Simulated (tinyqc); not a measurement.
Comparisons within one model: six-band Luttinger-Kohn model with strain. A value that a table varies takes the place of the one given here.

Six-band Luttinger-Kohn model in the basis |3/2,3/2>, |3/2,1/2>, |3/2,-1/2>, |3/2,-3/2>, |1/2,1/2>, |1/2,-1/2>, electron energies, zero at the top of the unstrained valence band. H = -[rows: (P+Q, -S, R, 0, -S/r2, r2 R); (-S*, P-Q, 0, R, -r2 Q, r32 S); (R*, 0, P-Q, S, r32 S*, r2 Q); (0, R*, S*, P+Q, -r2 R*, -S*/r2); (-S*/r2, -r2 Q, r32 S, -r2 R, P+Dso, 0); (r2 R*, r32 S*, r2 Q, -S/r2, 0, P+Dso)], r2 = sqrt(2), r32 = sqrt(3/2). Levels are twofold.

P = c g1 k^2 - av tr(e); Q = c g2 (kx^2 + ky^2 - 2 kz^2) - (b/2)(exx + eyy - 2 ezz); R = c sqrt3 [-g2 (kx^2 - ky^2) + 2i g3 kx ky] + (sqrt3/2) b (exx - eyy) - i d exy; S = 2 c sqrt3 g3 (kx - i ky) kz - d (exz - i eyz); c = hbar^2/2m0, e the strain tensor (not engineering shear).

s11 = (C11 + C12)/((C11 - C12)(C11 + 2 C12)), s12 = -C12/((C11 - C12)(C11 + 2 C12)), s44 = 1/C44; exx = s11 sxx + s12 (syy + szz) and cyclic, exy = s44 sxy/2; tension is positive. A uniaxial stress X along the unit vector n is s_ij = X n_i n_j.

Constants: hbar^2/2m0 = 3.80998211 eV angstrom^2; kB = 8.617333262e-05 eV/K.

Inputs chosen for the exercise (near those of AlAs; the results hold for these values, not for the real material):
```
symbol  value          unit  meaning
Dso     0.278          eV    spin-orbit splitting
g1      3.77                 Luttinger gamma1
g2      0.82                 gamma2
g3      1.42                 gamma3
av      2.51           eV    valence hydrostatic potential
b       -2.33          eV    tetragonal shear potential
d       -3.39          eV    trigonal shear potential
C11     125.3          GPa
C12     52.5           GPa
C44     53.4           GPa
load    biaxial (001)        kind of stress
X1      1.2            GPa   size of the stress
T       250            K     temperature
E_h     25             meV   hole energy below the top
X       2.12           GPa   stress
```

## Sweep of a biaxial (001) stress

Edges at k = 0 and curvature masses of the top pair along [110] and [001] (step 0.0002 1/angstrom); at zero stress the top is fourfold and has no single curvature.

Edges and masses:
```
X (GPa)  top (eV)  second (eV)  third (eV)  splitting (meV)  m [110]  m [001]
-3.00      0.0306      -0.0889     -0.4159            119.6    0.218    0.469
-2.00      0.0204      -0.0744     -0.3548             94.9    0.218    0.469
-1.00      0.0102      -0.0457     -0.3079             55.9    0.218    0.469
0.00       0.0000       0.0000     -0.2780              0.0        -        -
1.00       0.0603      -0.0102     -0.2627             70.5    0.379    0.166
2.00       0.1301      -0.0204     -0.2569            150.5    0.407    0.156
3.00       0.2055      -0.0306     -0.2567            236.1    0.426    0.151
```

What can be read from the table?

The splitting reaches 119.6 meV under compression and 236.1 meV under the same tension; linear shear terms alone would make the two equal, and the difference comes from the coupling to the split-off band. At the ends of the sweep the top pair has a mass along [110] of 0.218 under compression and 0.426 under tension, so compression gives the lighter holes along [110]; along [001] it has 0.469 and 0.151. The top edge itself moves by +31 and +206 meV. The ends of the sweep mean strains up to 2.2 %, beyond the range of linear deformation potentials.

## Which stress helps holes along [110]

Each load has size X1 (biaxial: sxx = syy); masses are curvatures of the top pair at k = 0.

Results:
```
load                         splitting (meV)  top edge (meV)  m [110]  m [001]
uniaxial [110], compression             57.4            18.0    0.144    0.404
uniaxial [110], tension                 50.1            40.9    0.641    0.191
uniaxial [100], compression             85.9            34.4    0.230    0.385
uniaxial [100], tension                 65.1            51.5    0.298    0.218
uniaxial [111], compression             47.2            12.1    0.179    0.265
uniaxial [111], tension                 40.3            35.1    0.426    0.265
biaxial (001), compression              65.1            12.2    0.218    0.469
biaxial (001), tension                  85.9            73.6    0.385    0.163
```

What can be read from the table?

The lightest mass along [110] (0.144) comes with uniaxial [110], compression. The largest splitting (85.9 meV) comes with uniaxial [100], compression; biaxial (001), tension. The heaviest mass along [001] (0.469), which lowers the confinement energy in a (001) channel, comes with biaxial (001), compression. The splitting per GPa follows b (s11 - s12) for loads along cube axes and d s44 for [111]: here 2 |b| (s11 - s12) = 64.0 and |d| s44/sqrt3 = 36.7 meV per GPa in the limit of large Dso; where the splitting nears Dso, mixing with the split-off band makes it depend on the sign of the load.

## Thermally averaged conductivity mass under biaxial (001) stress

Non-degenerate holes: weights exp(E/kT) on a 16 x 16 x 16 grid of midpoints in the cube |k_i| < 0.2 1/angstrom; 1/m_c = <(dE/dk_u)^2>/(hbar^2 kT) along [110], over all six bands. With an unchanged scattering time the mobility goes as 1/m_c.

Averages:
```
X (GPa)  share of the top pair  m_c (m0)  gain m_c(0)/m_c
-3.00                    0.998     0.381            1.449
-1.00                    0.975     0.496            1.112
0.00                     0.913     0.551            1.000
1.00                     0.985     0.576            0.957
3.00                     1.000     0.511            1.080
```

What does this show?

The largest gain from mass alone is 1.45 at X = -3.00 GPa, where the top pair holds 100 % of the holes (91 % without stress); the opposite end of the sweep gives 1.08; the grid is good to about 0.02 in these ratios. The average reaches energies of a few kT, beyond the range of the edge curvature, and changes of scattering are left out. The ends of the sweep lie beyond the range of linear deformation potentials.

## Warping of the constant-energy contours (six-band Luttinger-Kohn model)

No strain (e = 0). In the plane kz = 0, |k| where the top and second pairs lie E_h below the top, against the angle from [100]; m = c k^2/E_h.

Contours:
```
angle (degrees)  k top (1/angstrom)  k second (1/angstrom)  m top (m0)  m second (m0)
0                            0.0555                 0.0351       0.469          0.188
9                            0.0571                 0.0348       0.496          0.185
18                           0.0614                 0.0340       0.575          0.177
27                           0.0679                 0.0333       0.702          0.169
36                           0.0747                 0.0328       0.850          0.164
45                           0.0779                 0.0326       0.925          0.162
```

What can be read from the table?

The heavy contour reaches 1.404 times as far along [110] as along [100], the light one 0.928 times. The warping follows g3 - g2 = 0.60 and would vanish for g2 = g3. Along [100] the heavy mass is 1/(g1 - 2 g2) = 0.469 at any energy, while the light one is 0.1881, against 1/(g1 + 2 g2) = 0.1848 at the edge, for E_h/Dso = 0.09.

## What each parameter does

Edges at k = 0 under a biaxial (001) stress X and the curvature mass of the top pair along [110] (step 0.0002 1/angstrom). Each row changes one parameter from the base and keeps the others.

Results:
```
case             top (eV)  second (eV)  third (eV)  mass (m0)
base               0.1389      -0.0216     -0.2566      0.410
X = 1.696 GPa      0.1081      -0.0173     -0.2579      0.400
g1 = 4.524         0.1389      -0.0216     -0.2566      0.313
g3 = 1.136         0.1389      -0.0216     -0.2566      0.410
av = 3.012 eV      0.1481      -0.0124     -0.2474      0.410
d = -2.712 eV      0.1389      -0.0216     -0.2566      0.410
g2 = 0.656         0.1389      -0.0216     -0.2566      0.370
C44 = 42.72 GPa    0.1389      -0.0216     -0.2566      0.410
```

How do the results move?

The largest shifts from the base row, up to three for each result and ties (the steps differ in size, so this ranks the rows, not the parameters). top (eV): X -0.0308, av +0.0092; unchanged at the printed digits by g1, g3, d, g2 and C44. second (eV): av +0.0092, X +0.0043; unchanged at the printed digits by g1, g3, d, g2 and C44. third (eV): av +0.0092, X -0.0013; unchanged at the printed digits by g1, g3, d, g2 and C44. mass (m0): g1 -0.097, g2 -0.040, X -0.010; unchanged at the printed digits by g3, av, d and C44. The Luttinger parameters multiply k^2 and cannot move the edges; av shifts all edges alike and leaves the mass.

Program tinyqc; command `OMP_NUM_THREADS=1 python tinyqc.py 1081040 1081041 out.jsonl`; about 0.2 s on one thread of a shared Intel(R) Xeon(R) Processor @ 2.30GHz.
